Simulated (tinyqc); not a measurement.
## Charges from the flat band at three thicknesses

Inverse problem. For a gate stack whose outer layer (permittivity e2) is made in three thicknesses t2, Vfb = V0 - (q/eps0) [Qb t2/e2 + r2 t2^2/(2 e2)], with Qb the sheet density of all charge below that layer and r2 the uniform density in it. Find V0, Qb and r2.

Inputs (values chosen for the exercise):
```
symbol  value  unit                           meaning
e2       25.4        relative permittivity of layer 2
```

Constants: q = 1.602176634e-19 C, eps0 = 8.8541878128e-14 F/cm where lengths are in cm. Results are converted to the units shown.

t2 (nm): [1.6, 4.7, 7.1]
Vfb (V): [-0.023156001, -0.0021314566, 0.019787870]

Solution. A parabola through the three points gives the three coefficients.

V0 = -0.03079 V
Qb = -5.740e11 cm^-2
r2 = -1.200e18 cm^-3

Program tinyqc, `OMP_NUM_THREADS=1 python tinyqc.py 2010012 2010013 out.jsonl`; Intel Xeon 2.30GHz, shared host, one thread, about 0.01 s.
